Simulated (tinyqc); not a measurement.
# Worked calculation: thermionic emission over a Gaussian spread of barriers

Program tinyqc, `OMP_NUM_THREADS=1 python tinyqc.py 2640157 2640158 out.jsonl`; Intel Xeon 2.30GHz, shared host, one thread, about 0.01 s. Printed values are rounded.

Metal on an n-type semiconductor with one parabolic valley; V > 0 is forward bias (metal positive). Patches of barrier height b are spread as a Gaussian with mean phi - r2 V and variance sg^2 + r3 V; each carries A* T^2 exp(-b/Vt) [exp(V/Vt) - 1].

Parameters, values chosen for the exercise; band and dielectric values those of a made-up semiconductor:
```
symbol,value,unit,meaning
T,200,K,temperature
me,0.213,m0,electron mass
phi,1.12,eV,barrier height seen from the metal
sg,0.042,eV,standard deviation of the barrier heights
r2,-0.072,,"shift of the mean barrier per volt, with its sign reversed (rho2)"
r3,-0.0017,V,change of sg^2 per volt (rho3)
V,0.23,V,bias
nb,11,,barrier heights sampled
```

Constants: q = 1.602176634e-19 C, kB = 1.380649e-23 J/K, h = 6.62607015e-34 J s, m0 = 9.1093837015e-31 kg, Vt = kB T/q. Results are converted to the units shown.

## Apparent barrier, ideality and current

A* = 4 pi q me m0 kB^2/h^3 (times 1e-4 for A/(cm^2 K^2)). The mean of exp(-b/Vt) gives the apparent barrier phi_ap(V) = phi - r2 V - (sg^2 + r3 V)/(2 Vt), J = A* T^2 exp(-phi_ap/Vt) [exp(V/Vt) - 1], and 1/n = 1 + r2 + r3/(2 Vt).

A* = 25.5969 A/(cm^2 K^2)
phi_ap(0) = 1.06882 eV
phi_ap(V) = 1.09673 eV
n = 1.13807
J = 1.47800e-16 A/cm^2

## The same mean by Simpson's rule

With mean mu and deviation s at this bias, take nb equally spaced b from mu - s^2/Vt - 3.5 s to mu + s, the Gaussian density g(b) and y = g exp(-(b - mu)/Vt); the integral I of y gives phi_ap = mu - Vt ln I.

```
point   b (eV)    g (1/eV)  y (1/eV)
0      0.92721  1.25970e-6  0.237551
1      0.95185  4.32490e-5   1.95229
2      0.97649  9.54182e-4   10.3105
3      1.00113   0.0135280   34.9913
4      1.02577    0.123248   76.3109
5      1.05041    0.721562   106.945
6      1.07505     2.71464   96.3112
7      1.09969     6.56293   55.7366
8      1.12433     10.1960   20.7277
9      1.14897     10.1790   4.95343
10     1.17361     6.53022  0.760690
```

I = 10.0751
phi_ap = 1.09675 eV

This differs from the closed form by 0.019 meV. The integrand peaks at b = 1.05 eV among these points, below the mean of 1.14 eV: low barriers carry the current.
